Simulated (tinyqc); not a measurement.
Width and zero-phonon weight against temperature: configuration-coordinate model of a defect: Huang-Rhys factor and luminescence line shape. Computed by tinyqc, a small Python program. Command: `OMP_NUM_THREADS=1 python tinyqc.py 3001152 3001153 out.jsonl ccline walk`. One thread of a shared host (Intel(R) Xeon(R) Processor @ 2.30GHz), about 0.01 s of CPU time with the checks.

Ground state E_g(Q) = (1/2) omega_g^2 Q^2; excited state E_e(Q) = E_0 + (1/2) omega_e^2 (Q - dQ)^2 with omega_e = omega_g and E_0 = E_ZPL. Q is mass-weighted; the dipole does not depend on Q (Condon approximation).

Inputs (values chosen for the exercise, for a model defect in a wide-gap host): zero-phonon energy E_ZPL = 2.44 eV; displacement dQ = 0.365 u^(1/2) angstrom; ground-state phonon hbar omega_g = 108 meV.

Modes: equal frequencies in both states.

Constants: hbar^2/u = 4.18015928e-03 eV angstrom^2; k_B = 8.617333262e-05 eV/K.

Method:
- S = hbar omega dQ^2/(2 hbar^2/u) for each state; relaxation energy S hbar omega; absorption at E_0 + S_e hbar omega_e, emission at E_0 - S_g hbar omega_g; the Stokes shift is their difference.
- Overlaps <m_e|n_g> of harmonic-oscillator functions (Hermite recursion, positive leading coefficients) by a sum over an even grid (700 points from x = -9 to 9 + d for the small table, 1500 points from -16 to 16 + d for the thermal sums), with x = Q sqrt(omega_g/hbar), d = sqrt(2 S_g) and frequency ratio omega_e/omega_g.
- Initial levels m = 0..24 carry Boltzmann weights exp(-m hbar omega_e/k_B T), normalised; final levels n = 0..79; a line lies at E_ZPL + m hbar omega_e - n hbar omega_g with weight w_m <m|n>^2. Moments are taken over these weights without the E^3 factor; FWHM = 2 sqrt(2 ln 2) x standard deviation; the zero-phonon weight is the sum of w_m <m|m>^2.
- For comparison: FWHM(0) sqrt(coth(hbar omega_e/2 k_B T)) with FWHM(0) from the first row, and exp(-S_g coth(hbar omega_e/2 k_B T)).

S_g = 1.72102

Against temperature:
```
T (K),mean energy (eV),FWHM (eV),coth law (eV),zero-phonon weight,exp(-S coth)
63,2.2541,0.33364,0.33364,0.17888,0.17888
190,2.2541,0.33409,0.33409,0.17877,0.17804
380,2.2541,0.34620,0.34620,0.17580,0.15675
630,2.2541,0.38287,0.38287,0.16819,0.10368
1000,2.2541,0.44755,0.44755,0.15745,0.04519
1500,2.2541,0.53083,0.53083,0.14520,0.01282
```

What follows from these numbers?

The width grows by a factor 1.59, flat while k_B T is well below hbar omega and as sqrt(T) above; for equal frequencies the coth law is exact. The mean energy stays fixed, as it must for equal frequencies. The zero-phonon weight goes from 0.179 to 0.145; the single exponential assumes equal frequencies, leaves out lines that absorb and emit the same number of phonons, and falls to 0.0128.
